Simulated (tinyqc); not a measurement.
Inside a calculation: interband optics of a two-band s-p chain from momentum matrix elements. Values are carried at full precision from step to step, so a last printed digit may differ when a step is redone from the rounded ones.

H(k) = [[Es - 2 ts cos ka, 2i V sin ka], [-2i V sin ka, Ep_ + 2 tp cos ka]] in the basis s, p; the lower band is full, with two electrons a cell. The velocity operator times hbar is W = dH/dk (eV angstrom); intra-atomic dipoles are left out.

Constants: hbar^2/2m0 = 3.80998211 eV angstrom^2; e^2/(4 pi eps0) = 14.39964547 eV angstrom.

Parameters, chosen for this exercise: a = 3.39 angstrom (period); Es = 3.33 eV (upper orbital (s)); Ep_ = -2.31 eV (lower orbital (p)); ts = 0.5 eV (s-s hopping); tp = 0.29 eV (p-p hopping); V = 1.19 eV (s-p hopping); k = 0.13 2 pi/a (wave vector); N = 10 (k points); Ar = 9.6 angstrom^2 (cross-section per chain); eta = 0.2 eV (Lorentzian half width); E = 4.19 eV (photon energy).

## Hamiltonian and velocity at one k

Form H and W = dH/dk.

H (eV):
```
,s,p
s,2.6455,1.7349i
p,-1.7349i,-1.9130
```

W (eV angstrom):
```
,s,p
s,2.4712,5.5231i
p,-5.5231i,-1.4333
```

## Matrix element between the bands

Diagonalise H, transform W, and form w = |W_cv|^2, the Kane-type energy w/c and the oscillator strength f = w/(c D), c = hbar^2/2m0, D = Ec - Ev.

Ev, Ec (eV): -2.4982  3.2307

weights:
```
,v,c
s,0.1022,0.8978
p,0.8978,0.1022
```

slopes dEv/dk, dEc/dk (eV angstrom): -4.380  5.418

w = 10.318 eV^2 angstrom^2
w/c = 2.708 eV
f = 0.473

## Transitions on the mesh

At each k_j = (j + 1/2)/N (2 pi/a) up to the zone edge give D = Ec - Ev, w = |<c|W|v>|^2 and f = w/(c D), c = hbar^2/2m0; the other half of the zone repeats the values.

Transitions:
```
k (2 pi/a),D (eV),w (eV^2 angstrom^2),f
0.0500,4.3910,48.341,2.890
0.1500,6.0849,5.293,0.228
0.2500,7.3802,2.984,0.106
0.3500,7.6143,26.904,0.927
0.4500,7.2926,59.021,2.124
```

D runs from 4.391 to 7.614 eV on the mesh; f is largest at k = 0.0500.

## Dielectric function from the table

With w(k) = |<c|W|v>|^2 and D(k) = Ec - Ev, on the mesh k_j = (j + 1/2)/N (2 pi/a): eps(E) = 1 + (8 pi e2/(a Ar)) mean_j (w/D^2) [1/(D - E - i eta) + 1/(D + E + i eta)], e2 = e^2/(4 pi eps0); light polarised along the chains, no local fields.

Take the mean over the rows. Also eps(0) at eta = 0, and the effective electrons per cell n_eff = 2 mean(f).

eps(E) = 17.230+13.936i
eps(0) = 4.625
n_eff = 2.510

On a mesh of 2000 points the values are 4.269+17.390i, 4.730 and 2.527. n_eff need not equal the 2 electrons of the cell: a two-orbital basis with chosen hoppings does not obey the sum rule of free electrons. E lies within, or within 2 eta of, the range of transitions of the band (4.06 to 7.64 eV); their spacing on this mesh (up to 1.69 eV) exceeds eta, so eps(E) depends on where the few mesh points fall.

## Checks

- Curvature of the lower band against <v|d2H/dk2|v> - 2 w/D (eV angstrom^2): both 5.181.
- Zone mean of 2 w/D against the zone mean of <v|d2H/dk2|v>, the f-sum rule of a full band (eV angstrom^2): both 9.6275.

(tinyqc, `OMP_NUM_THREADS=1 python tinyqc.py 1681830 1681831 out.jsonl`, Intel(R) Xeon(R) Processor @ 2.30GHz, 1 thread, shared host, about 0.01 s.)
